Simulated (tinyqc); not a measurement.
Pi bands of a honeycomb layer in tight binding, step by step. Values are carried at full precision from step to step, so a last printed digit may differ when a step is redone from the rounded ones.

Lattice vectors a (1,0) and a (1/2, sqrt3/2); f = exp(i ky a/sqrt3) + 2 cos(kx a/2) exp(-i ky a/(2 sqrt3)), w = |f|. H = [[D - t2 F, -t f], [., -D - t2 F]] with F = w^2 - 3, S = [[1, s0 f], [., 1]]; the levels solve det(H - E S) = 0. K = (4 pi/3a, 0), M = (pi/a, pi/(sqrt3 a)); w = 3, 1, 0 at Gamma, M, K.

Constants: hbar = 6.58211957e-16 eV s; hbar^2/2m0 = 3.80998211 eV angstrom^2.

Inputs chosen for the exercise (of the size used for graphene; shifted at random, so the results belong to these values and not to a real crystal): a = 2.46 angstrom (lattice constant); t = 2.86 eV (nearest hopping); t2 = 0.22 eV (second-neighbour hopping); s0 = 0.098 (overlap of neighbours); D = 0.043 eV (+D on A, -D on B); k = (0.88, 0.45) 1/angstrom (wave vector).

## H and S at one k

Form f, w, F and the two matrices.

f = 1.69353+0.30169i
w = 1.72019
F = -0.04095

H (eV):
```
                 A                B
A           0.0520  -4.8435-0.8628i
B  -4.8435+0.8628i          -0.0340
```

S:
```
                  A                 B
A           1.00000  0.16597+0.02957i
B  0.16597-0.02957i           1.00000
```

## The secular equation

det(H - E S) = 0 reads (e - E)^2 - D^2 - (t + s0 E)^2 w^2 = 0 with e = -t2 (w^2 - 3), that is c2 E^2 + 2 c1 E + c0 = 0 with c2 = 1 - s0^2 w^2, c1 = -(e + t s0 w^2), c0 = e^2 - D^2 - t^2 w^2.

c2, c1, c0: 0.9716  -0.8384  -24.2056

levels (eV): -4.2025  5.9283

## Levels at Gamma, M and K

Solve the quadratic (e - E)^2 - D^2 - (t + s0 E)^2 w^2 = 0 with e = -t2 (w^2 - 3), for w = 3, 1, 0.

Levels (eV):

| point | w | lower | upper | difference |
|---|---|---|---|---|
| Gamma | 3 | -7.6508 | 10.2834 | 17.9342 |
| M | 1 | -2.2043 | 3.6589 | 5.8632 |
| K | 0 | 0.6170 | 0.7030 | 0.0860 |

Measured from the middle of the levels at K (0.660 eV), the upper band reaches 9.623 eV and the lower -8.311 eV at Gamma: the upper band is the wider; overlap stretches the upper band and positive t2 the lower. The saddle points at M give the absorption peak at 5.863 eV in this one-electron picture.

## Near K

w = (sqrt3/2) a q to first order in the distance q from K. Effective hopping t* = t + 3 t2 s0, hbar v = (sqrt3/2) a t*, v in m/s = hbar v x 1e-10/hbar; band-edge masses follow from E^2 = D^2 + (hbar v q)^2 when t2 = s0 = 0: m/m0 = 2 c D/(hbar v)^2, c = hbar^2/2m0.

hbar v = 6.2308 eV angstrom
v = 9.466e+05 m/s
mass = 0.0084 m0

## Checks

- Roots of the quadratic against the generalised eigenproblem: they agree to 1e-10 or better.

tinyqc: `OMP_NUM_THREADS=1 python tinyqc.py 1450704 1450705 out.jsonl`; about 0.01 s, one thread, shared Intel(R) Xeon(R) Processor @ 2.30GHz.
